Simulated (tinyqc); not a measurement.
# Worked calculation: programming of a floating-gate cell by Fowler-Nordheim tunnelling

Computed by the program tinyqc: `OMP_NUM_THREADS=1 python tinyqc.py 2130110 2130111 out.jsonl`, one thread of a shared Intel Xeon 2.30GHz, about 0.02 s for the whole run. Printed values are rounded.

Per tunnel area the floating gate has Ctun = 3.9 eps0/tox to the channel (0 V) and Ccg to the control gate, Ct = Ctun/(1 - ag), no other coupling. With the threshold shift U = -Q/Ccg the field is F = ag (Vg - U)/tox, and dU/dt = J/Ccg. Fowler-Nordheim: J = A F^2 exp(-B/F), A = q^2/(16 pi^2 hbar mo phi) (times 1e14 for A/cm^2 with F in V/nm, emitter mass m0), B = (4/3) sqrt(mo/C) phi^1.5, C = hbar^2/(2 m0).

Inputs (values chosen for the exercise); oxide values close to those of silicon dioxide:
```
symbol  value  unit                       meaning
phi      3.15    eV                tunnel barrier
mo       0.49    m0               tunnelling mass
tox       7.4    nm        tunnel oxide thickness
ag       0.51               coupling ratio Ccg/Ct
ar       2700  nm^2                   tunnel area
Vt0      -0.6     V  threshold shift at the start
Vg       17.5     V          control-gate voltage
dt        1.1    us                     time step
n           8                               steps
```

Constants: q = 1.602176634e-19 C, hbar = 1.054571817e-34 J s, m0 = 9.1093837015e-31 kg, eps0 = 8.8541878128e-14 F/cm where lengths are in cm, hbar^2/(2 m0) = 0.0380998212 eV nm^2. Results are converted to the units shown.

Range of the model: Programming fields of 10 MV/cm and more wear the oxide; trapping and the channel potential are ignored.

## Constants of the cell

A, B, Ccg = ag Ct, the starting field and current, K = A B ag/(Ccg tox), and the knee time t0 = exp(B/F(0))/K.

A = 9.98661e7 A cm^-2 (V/nm)^-2
B = 26.7326 V/nm
Ccg = 0.485686 uF/cm^2
F(0) = 1.24743 V/nm
J(0) = 0.0766443 A/cm^2
K = 3.78828e14 1/s
t0 = 5.35217 us
electrons for 1 V of shift = 81.8482

## Explicit time steps against the exact solution

U(new) = U + dt J(F(U))/Ccg. Exact: exp(B/F(t)) = exp(B/F(0)) + K t, K = A B ag/(Ccg tox), and U = Vg - tox F/ag.

```
step  t (us)  F (V/nm)  J (A/cm^2)  U by steps (V)  U exact (V)
0          0   1.24743   0.0766443       -0.600000    -0.600000
1        1.1   1.23547   0.0610924       -0.426413    -0.443496
2        2.2   1.22593   0.0508349       -0.288049    -0.313773
3        3.3   1.21800   0.0435338       -0.172916    -0.203222
4        4.4   1.21120   0.0380619       -0.074319    -0.107048
5        5.5   1.20526   0.0338042        0.011885    -0.022043
6        6.6   1.19999   0.0303951        0.088446     0.054046
7        7.7   1.19524   0.0276032        0.157286     0.122857
8        8.8   1.19093   0.0252744        0.219803     0.185620
```

The steps run ahead by 17.1 mV after the first and 34.2 mV after the last, as each uses the larger current of its start; the step is 0.21 of the knee time t0.
